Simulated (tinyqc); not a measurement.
# Radius, Mott density and mass from the binding energy

Inverse problem. A donor has the isolated binding energy E0 = cc Ry, Ry = (m0 q^3/(8 eps0^2 h^2)) me/eps_r^2 in eV, radius a = q/(8 pi eps0 eps_r E0) and Mott density (0.26/a)^3. Find a, the Mott density and me.

Parameters, values chosen for the exercise:
```
symbol,value,unit,meaning
eps_r,12.9,,relative permittivity
cc,1,,ratio of the true binding energy to the hydrogenic one
```

Constants: q = 1.602176634e-19 C, eps0 = 8.8541878128e-12 F/m, h = 6.62607015e-34 J s, m0 = 9.1093837015e-31 kg. Results are converted to the units shown.

E0 = 5.4206926 meV

Solution. Each follows directly from E0.

a = 10.3 nm
Mott density = 1.61e16 cm^-3
me = 0.0663 m0

Numbers from tinyqc (`OMP_NUM_THREADS=1 python tinyqc.py 2330167 2330168 out.jsonl`; about 0.02 s on one thread of a shared Intel Xeon 2.30GHz).
